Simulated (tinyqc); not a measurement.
Six materials: three-level Kane formulas for mass and g factor.

1/m = 1 + (Ep/3)(2/Eg + 1/(Eg + Dso)), g = 2 - (2 Ep/3)(1/Eg - 1/(Eg + Dso)). The inputs are values chosen for the exercise.

Results:
```
case         Eg (eV)  Dso (eV)  Ep (eV)  m (m0)        g   Eg/Ep
A near InAs    0.424     0.384     21.1  0.0233  -13.767  0.0201
B near InP     1.400     0.108     20.7  0.0648    1.294  0.0676
C near InSb    0.231     0.811     23.2  0.0133  -50.112  0.0100
D near CdTe    1.593     0.921     18.8  0.0880   -0.882  0.0847
E near GaSb    0.808     0.765     27.4  0.0340   -8.995  0.0295
F near Ge      0.882     0.295     25.9  0.0358   -2.907  0.0341
```

The mass follows the gap: m/(Eg/Ep) lies between 0.96 and 1.33, while m itself spans a factor of 6.6. The order by mass equals the order by gap. g is negative for A, C, D, E and F; it needs Ep Dso > 3 Eg (Eg + Dso). Where g is small, two larger terms cancel: 5 % in Ep moves g by (2 - g)/20, and the levels left out move it by tenths. Remote bands, left out here, make real masses heavier, by up to a half in the wider-gap crystals. All rows are for the Gamma valley, which is not the lowest one in GaP and Ge.

(tinyqc, `OMP_NUM_THREADS=1 python tinyqc.py 1050737 1050738 out.jsonl`, Intel(R) Xeon(R) Processor @ 2.30GHz, 1 thread, shared host, about 0.01 s.)
